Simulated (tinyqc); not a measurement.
Tail length against growth temperature: equilibrium and kinetic segregation of a solute to boundaries and growing surfaces. Computed by tinyqc, a small Python program. Command: `OMP_NUM_THREADS=1 python tinyqc.py 3021159 3021160 out.jsonl segreg walk`. One thread of a shared host (Intel(R) Xeon(R) Processor @ 2.30GHz), about 0.01 s of CPU time with the checks.

Inputs (values chosen for the exercise, for a model alloy): exchange barrier E_b = 1.34 eV; surface segregation energy E_s = 0.45 eV; growth rate = 1.4 monolayers/s.

Constants: k_B = 8.617333262e-05 eV/K.

Method. Two-state exchange during growth, dilute: jump up r_u = nu exp(-E_b/(k_B T_g)), jump back r_d = r_u exp(-E_s/(k_B T_g)), nu = 1e13 1/s. In the time 1/R of one monolayer the share carried up is p = [r_u/(r_u + r_d)] [1 - exp(-(r_u + r_d)/R)]; the tail decays as p^n, length -1/ln p monolayers; the equilibrium limit has p = r_u/(r_u + r_d).

Exchange model:
```
T_g (K)       r_u/R        p  length (monolayers)  equilibrium limit
452      8.1835e-03  0.00815           2.0791e-01         1.0411e+05
483      7.4452e-02  0.07175           3.7957e-01         4.9596e+04
510      4.0936e-01  0.33592           9.1669e-01         2.7981e+04
536      1.7965e+00  0.83409           5.5122e+00         1.7028e+04
557      5.3635e+00  0.99523           2.0929e+02         1.1794e+04
578      1.4790e+01  0.99988           8.3629e+03         8.3894e+03
609      5.8171e+01  0.99981           5.2968e+03         5.2968e+03
657      3.7573e+02  0.99965           2.8313e+03         2.8313e+03
736      4.7664e+03  0.99917           1.2066e+03         1.2066e+03
```

What follows from these numbers?

The length peaks among these rows at 578 K with 8360 monolayers. Below, exchange freezes (r_u/R = 0.0082 in the first row); above, the length follows the equilibrium limit, about exp(E_s/(k_B T)), down to 1210.

Extremes, crossings and ranges named in words are read from the listed rows.
